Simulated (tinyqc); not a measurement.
# Input admittance of a MOSFET at zero drain bias: distributed channel and distributed gate, step by step

tinyqc, about 0.01 s, one thread, Intel Xeon 2.30GHz (shared host): `OMP_NUM_THREADS=1 python tinyqc.py 2262006 2262007 out.jsonl` Printed values are rounded.

Source and drain grounded, strong inversion, w = 2 pi f, Cox = eps0 eox/tox. The channel is an RC line of resistance 1/(mu Cox Vo) per square fed from both ends, so one finger has the intrinsic admittance y = i w Cox L tanh(g)/g per width, g = (1/2) sqrt(i w tau), tau = L^2/(mu Vo). The vertical resistance rv/L is in series with y, the overlaps 2 i w Cov in parallel: y_t = 1/(1/y + rv/L) + 2 i w Cov. The gate strip is a line of Rsh/L per length loaded by y_t, so a finger has Y = y_t Wf tanh(k)/k, k = (Wf/sd) sqrt(y_t Rsh/L); the device has Nf Y.

Values chosen for this exercise; values of the order met in silicon radio-frequency transistors: relative permittivity of the gate insulator (close to hafnium oxide) eox = 22.5; insulator thickness tox = 7.5 nm; channel length L = 0.34 um; finger width Wf = 1.7 um; number of fingers Nf = 1; channel mobility mu = 410 cm^2/(V s); gate overdrive Vo = 0.66 V; sheet resistance of the gate Rsh = 22 ohm/square; vertical resistivity of the gate stack rv = 0 ohm um^2; number of ends at which a finger is contacted sd = 2; overlap and fringe capacitance on each side Cov = 0.27 fF/um; frequency f = 23 GHz.

Constants: eps0 = 8.8541878128e-14 F/cm where lengths are in cm. Results are converted to the units shown.

## Low-frequency resistances and capacitance

Low-frequency limits, with c = Cox L and ct = c + 2 Cov: R_strip = Rsh Wf/(3 sd^2 L Nf), R_ch = (c/ct)^2 L/(12 mu Cox Vo Wf Nf), R_vert = (c/ct)^2 rv/(L Wf Nf), C = ct Wf Nf.

parts (ohm): strip 9.16667, channel 20.6447, vertical 0
sum = 29.8114 ohm
C = 16.2712 fF
1/(2 pi R C) = 328.110 GHz

The channel term is the largest, 69.3 % of the sum.

## Admittance of the channel and stack per width

tau, g, c = Cox L, y and y_t as defined.

tau = 4.27199 ps
g = 0.277795+0.277795i
c = 9.03127 fF/um
y = 66.89+1301.01i uS/um
y_t = 66.89+1379.05i uS/um

w tau = 0.617, and Im y is 0.997 of w c.

## Input impedance of the device

k and Y as defined; Z = 1/(Nf Y) = R + 1/(i w C); Q = |Im Z|/R; signal at the point farthest from a contact |1/cosh k|.

k = 0.183947+0.175242i
Nf Y = 0.16375+2.33821i mS
R = 29.8047 ohm
C = 16.2592 fF
Q = 14.2793
signal at the far point = 0.998094

R is 0.022 % below its low-frequency limit and C is 0.073 % below its own.
